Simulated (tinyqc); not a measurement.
From results back to parameters: Gamma, L and X subbands of a thin body with non-parabolic valleys. Three cases, with inputs chosen for the exercise.

Problem. Hard walls; each subband edge rises by e with e (1 + a e) = c (pi/t)^2/m_z, c = hbar^2/2m0. The thickness at which the Gamma and L edges cross was computed from a hidden bulk separation EL.

Constants: hbar^2/2m0 = 3.80998211 eV angstrom^2.

Case 1.

Values chosen (near those of a thin GaSb channel; shifted at random, so the results belong to these values and not to a real crystal): mG = 0.0388 m0 (Gamma mass); aG = 1.12 1/eV (Gamma non-parabolicity); mzL = 1.305 m0 (confinement mass of the lowest L group); aS = 0.53 1/eV (non-parabolicity of L and X).

crossing thickness = 160.595 angstrom

Case 2.

Values chosen (near those of a thin GaSb channel; shifted at random, so the results belong to these values and not to a real crystal): mG = 0.0388 m0 (Gamma mass); aG = 1.14 1/eV (Gamma non-parabolicity); mzL = 0.2666 m0 (confinement mass of the lowest L group); aS = 0.38 1/eV (non-parabolicity of L and X).

crossing thickness = 114.338 angstrom

Case 3.

Values chosen (near those of a thin GaSb channel; shifted at random, so the results belong to these values and not to a real crystal): mG = 0.0393 m0 (Gamma mass); aG = 1.12 1/eV (Gamma non-parabolicity); mzL = 0.2569 m0 (confinement mass of the lowest L group); aS = 0.48 1/eV (non-parabolicity of L and X).

crossing thickness = 112.080 angstrom

Find: rise of Gamma; rise of L; EL.

Solution. At the crossing the rise of Gamma equals EL plus the rise of L.

Case 1.

rise of Gamma = 0.036 eV
rise of L = 0.001 eV
EL = 0.035 eV

Case 2.

rise of Gamma = 0.069 eV
rise of L = 0.011 eV
EL = 0.058 eV

Case 3.

rise of Gamma = 0.071 eV
rise of L = 0.012 eV
EL = 0.059 eV

Computed by tinyqc, one run a case: `OMP_NUM_THREADS=1 python tinyqc.py N N+1 out.jsonl` with N = 1282592, 1282641, 1282781; one thread of a shared Intel(R) Xeon(R) Processor @ 2.30GHz, about 0.04 s a run at most.
